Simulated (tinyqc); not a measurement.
Penn model of the dielectric constant and Phillips ionicity: one step. Penn gap from the dielectric constant. Two cases, with inputs chosen for the exercise.

Problem. Start with S = 1 and repeat Eg = Ep sqrt(S/(ei - 1)) until Eg changes by less than 1e-6 eV.

n = 32/a^3; Ep^2 = 8 pi c e2 n with c = hbar^2/2m0, e2 = e^2/(4 pi eps0); EF = c (3 pi^2 n)^(2/3); eps = 1 + (Ep/Eg)^2 S with S = 1 - Eg/(4 EF) + (Eg/(4 EF))^2/3, Eg the Penn gap. Core d shells are left out.

Case 1.

Values chosen (out of a larger set: near those of GaP; not measured data): ei = 8.9 (high-frequency dielectric constant).

Ep = 16.54150 eV
EF = 12.40586 eV

Case 2.

Values chosen (out of a larger set: near those of AlAs; not measured data): ei = 8.23 (high-frequency dielectric constant).

Ep = 15.70750 eV
EF = 11.57897 eV

Give: Iterations; Penn gap Eg.

Solution.

Case 1.

Iterations:

| step | Eg in (eV) | S | Eg out (eV) |
|---|---|---|---|
| 1 | 5.8852 | 0.8861 | 5.5399 |
| 2 | 5.5399 | 0.8925 | 5.5599 |
| 3 | 5.5599 | 0.8921 | 5.5588 |
| 4 | 5.5588 | 0.8922 | 5.5588 |
| 5 | 5.5588 | 0.8922 | 5.5588 |
| 6 | 5.5588 | 0.8922 | 5.5588 |

Penn gap Eg = 5.559 eV

The factor S lowers the gap by 0.326 eV from the first estimate. The Penn gap is a mean bonding-antibonding separation, near the main peak of eps2, not the smallest gap.

Case 2.

Iterations:

| step | Eg in (eV) | S | Eg out (eV) |
|---|---|---|---|
| 1 | 5.8417 | 0.8792 | 5.4774 |
| 2 | 5.4774 | 0.8864 | 5.4999 |
| 3 | 5.4999 | 0.8860 | 5.4985 |
| 4 | 5.4985 | 0.8860 | 5.4986 |
| 5 | 5.4986 | 0.8860 | 5.4986 |
| 6 | 5.4986 | 0.8860 | 5.4986 |

Penn gap Eg = 5.499 eV

The factor S lowers the gap by 0.343 eV from the first estimate. The Penn gap is a mean bonding-antibonding separation, near the main peak of eps2, not the smallest gap.

Computed by tinyqc, one run a case: `OMP_NUM_THREADS=1 python tinyqc.py N N+1 out.jsonl` with N = 1680741, 1680760; one thread of a shared Intel(R) Xeon(R) Processor @ 2.30GHz, about 0.01 s a run at most.
